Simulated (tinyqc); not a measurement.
Width and zero-phonon weight against temperature: configuration-coordinate model of a defect: Huang-Rhys factor and luminescence line shape. Computed by tinyqc, a small Python program. Command: `OMP_NUM_THREADS=1 python tinyqc.py 3026008 3026009 out.jsonl ccline walk`. One thread of a shared host (Intel(R) Xeon(R) Processor @ 2.30GHz), about 0.02 s of CPU time with the checks.

Ground state E_g(Q) = (1/2) omega_g^2 Q^2; excited state E_e(Q) = E_0 + (1/2) omega_e^2 (Q - dQ)^2 with omega_e = omega_g and E_0 = E_ZPL. Q is mass-weighted; the dipole does not depend on Q (Condon approximation).

Inputs (values chosen for the exercise, for a model defect in a wide-gap host): zero-phonon energy E_ZPL = 3.12 eV; displacement dQ = 0.749 u^(1/2) angstrom; ground-state phonon hbar omega_g = 85.2 meV.

Modes: equal frequencies in both states.

Constants: hbar^2/u = 4.18015928e-03 eV angstrom^2; k_B = 8.617333262e-05 eV/K.

Method:
- S = hbar omega dQ^2/(2 hbar^2/u) for each state; relaxation energy S hbar omega; absorption at E_0 + S_e hbar omega_e, emission at E_0 - S_g hbar omega_g; the Stokes shift is their difference.
- Overlaps <m_e|n_g> of harmonic-oscillator functions (Hermite recursion, positive leading coefficients) by a sum over an even grid (700 points from x = -9 to 9 + d for the small table, 1500 points from -16 to 16 + d for the thermal sums), with x = Q sqrt(omega_g/hbar), d = sqrt(2 S_g) and frequency ratio omega_e/omega_g.
- Initial levels m = 0..24 carry Boltzmann weights exp(-m hbar omega_e/k_B T), normalised; final levels n = 0..79; a line lies at E_ZPL + m hbar omega_e - n hbar omega_g with weight w_m <m|n>^2. Moments are taken over these weights without the E^3 factor; FWHM = 2 sqrt(2 ln 2) x standard deviation; the zero-phonon weight is the sum of w_m <m|m>^2.
- For comparison: FWHM(0) sqrt(coth(hbar omega_e/2 k_B T)) with FWHM(0) from the first row, and exp(-S_g coth(hbar omega_e/2 k_B T)).

S_g = 5.71716

Against temperature:
```
T (K)  mean energy (eV)  FWHM (eV)  coth law (eV)  zero-phonon weight  exp(-S coth)
49               2.6329    0.47972        0.47972            0.003289    3.2890e-03
150              2.6329    0.48038        0.48038            0.003385    3.2378e-03
300              2.6329    0.49783        0.49783            0.005930    2.1186e-03
490              2.6329    0.54837        0.54837            0.013084    5.6965e-04
790              2.6329    0.64386        0.64386            0.024480    3.3673e-05
1200             2.6329    0.76803        0.76803            0.034334    4.3224e-07
1500             2.6329    0.85052        0.85052            0.038283    1.5678e-08
```

The width grows by a factor 1.77, flat while k_B T is well below hbar omega and as sqrt(T) above; for equal frequencies the coth law is exact. The mean energy stays fixed, as it must for equal frequencies. The zero-phonon weight goes from 0.00329 to 0.0383; the single exponential assumes equal frequencies, leaves out lines that absorb and emit the same number of phonons, and falls to 1.57e-8. The rise of the weight is a feature of one sharp mode; with a spread of mode energies those lines leave the zero-phonon energy and the weight falls.
